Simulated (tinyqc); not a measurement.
# Ballistic transport through the one-dimensional subbands of a rectangular nanowire or nanosheet channel, step by step

A worked calculation. Computed by tinyqc, a small Python program that keeps every step. Command: `OMP_NUM_THREADS=1 python tinyqc.py 3000115 3000116 out.jsonl wire walk`. One thread of a shared host (Intel(R) Xeon(R) Processor @ 2.30GHz), about 0.02 s of CPU time with the checks. Intermediate numbers are printed to about 6 digits and carried at full precision; extremes and crossings named in words are read from the listed rows.

Hard walls, parabolic subbands, transport along x. Energies are counted from the bulk conduction band edge at the top of the barrier, which the gate pulls down by U; the source Fermi level lies at the bulk edge when U = 0.

Inputs (values chosen for the exercise, modelled on silicon):
```
quantity                                   value  unit
light mass m_t                               0.2   m_0
heavy mass m_l                             0.906   m_0
height a                                     3.7    nm
width b                                      4.3    nm
equivalent oxide thickness t                 1.6    nm
gate voltage above flat band V_G            0.34     V
drain voltage V_D                           0.73     V
temperature T                                300     K
mean free path for back-scattering lambda     67    nm
channel length L                              15    nm
```

Valleys: silicon [100] wire.

Constants: hbar^2/(2 m_0) = 3.80998212 eV angstrom^2; k_B = 8.617333262e-05 eV/K; m_0 = 9.1093837015e-31 kg; k_B = 1.380649e-23 J/K; hbar = 1.054571817e-34 J s; eps_0 = 8.8541878128e-12 F/m; e = 1.602176634e-19 C; h = 6.62607015e-34 J s.

## Subbands

E_pq = (hbar^2 pi^2/2)(p^2/(m_y b^2) + q^2/(m_z a^2)); valley pairs: (m_x, m_y, m_z) = (m_t, m_t, m_l), (m_t, m_l, m_t), (m_l, m_t, m_t), each with degeneracy g = 2; the 10 lowest subbands are kept.

Subbands:
```
valley axis  p  q  E (meV)  m_x (m_0)
z            1  1  132.002      0.200
y            1  1  159.784      0.200
z            1  2  222.954      0.200
y            2  1  227.125      0.200
x            1  1  239.022      0.906
y            3  1  339.360      0.200
z            1  3  374.541      0.200
z            2  1  437.056      0.200
y            4  1  496.489      0.200
z            2  2  528.008      0.200
```

The second subband lies 27.8 meV, or 1.07 k_B T, above the first; the lowest belongs to the valleys with the heavy mass across the height.

## Self-consistent barrier

F_j(eta) = (1/Gamma(j + 1)) int_0^infinity x^j/(1 + exp(x - eta)) dx, F_0 = ln(1 + exp(eta)). Integrals over x = E/(k_B T) use 160 Gauss-Legendre points in u = sqrt(x) from 0 to sqrt(max(eta, 0) + 32). With degeneracy g = 2, eta_i = (U - E_i)/(k_B T) and u = e V_D/(k_B T): line density n = sum_i g sqrt(2 m_x k_B T/pi)/(2 hbar) [F_-1/2(eta_i) + F_-1/2(eta_i - u)]; gate: e n = C_ox (V_G - U/e), C_ox = 3.9 eps_0 2 (a + b)/t (flat-plate estimate); I = (2 e k_B T/h) sum_i g [F_0(eta_i) - F_0(eta_i - u)].

C_ox = 345.313 aF/micrometre

U = 158.889 meV

Occupation:
```
subband         eta_i   n_i (1/nm)  I_i (microampere)
1         1.04005e+00  2.17173e-01        5.37893e+00
2        -3.46250e-02  1.23001e-01        2.70804e+00
3        -2.47813e+00  1.64691e-02        3.22751e-01
4        -2.63949e+00  1.41312e-02        2.76276e-01
5        -3.09968e+00  1.93216e-02        1.76579e-01
6        -6.98092e+00  1.93047e-04        3.72169e-03
7        -8.34177e+00  4.95300e-05        9.54736e-04
8        -1.07600e+01  4.41286e-06        8.50581e-05
9        -1.30589e+01  4.42896e-07        8.53681e-06
10       -1.42782e+01  1.30858e-07        2.52228e-06
```

line density n = 0.390343 1/nm

ballistic current I = 8.86736 microampere

mean velocity I/(e n) = 1.41787 1e7 cm/s

1 of the subbands lie below the source Fermi level; the lowest carries 61 % of the current with 56 % of the charge. The gate spends 47 % of V_G on moving the bands.

## Conductance, capacitance and scattering

Linear conductance G = (2 e^2/h) sum_i g f(eta_i), g = 2, f = 1/(1 + exp(-eta_i)), with the barrier frozen at the eta_i above; current per perimeter I/(2(a + b)); with scattering, transmission lambda/(lambda + L) and low-bias resistance (1 + L/lambda)/G.

open modes sum g f = 2.83712

ballistic conductance = 219.823 microsiemens

current per perimeter = 554.210 microampere/micrometre

transmission = 0.817073

low-bias resistance with scattering = 5.56758 kiloohm

Even without scattering the wire has h/(2 e^2 M) = 4.55 kiloohm, which sits in the contacts.

## Gate sweep

Open modes are sum_i g/(1 + exp(-eta_i)). The last column is e dn/dV_G over C_ox, taken up to the next row.

Against the gate voltage:
```
V_G (V)   U (meV)     n (1/nm)  I (microampere)   open modes     C_g/C_ox
-0.170   -170.001  2.51082e-06      4.77881e-05  2.38577e-05  5.77620e-04
-0.068    -68.060  1.29494e-04      2.46480e-03  1.23032e-03  4.14896e-02
0.052      46.961  1.08601e-02      2.07883e-01  1.02299e-01  4.45384e-01
0.180     117.952  1.33731e-01      2.72345e+00  1.14724e+00  7.20877e-01
0.280     145.864  2.89100e-01      6.31266e+00  2.23261e+00  7.97336e-01
0.410     172.211  5.12502e-01      1.21305e+01  3.49131e+00  8.38604e-01
0.550     194.806  7.65541e-01      1.92734e+01  4.69267e+00  8.68200e-01
0.710     215.894  1.06493e+00      2.79644e+01  5.97232e+00  8.88751e-01
0.880     234.806  1.39057e+00      3.76132e+01  7.19479e+00  8.99676e-01
1.100     256.878  1.81716e+00      5.10471e+01  8.46786e+00            -
```

Between the first two rows the current rises one decade per 60 mV, against the limit ln(10) k_B T/e = 60 mV. Above threshold C_g/C_ox lies between 0.72 and 0.90: the quantum capacitance in series costs a visible part.

Checks made by the program: density of the lowest subband against a direct sum over k (relative difference 1e-09).
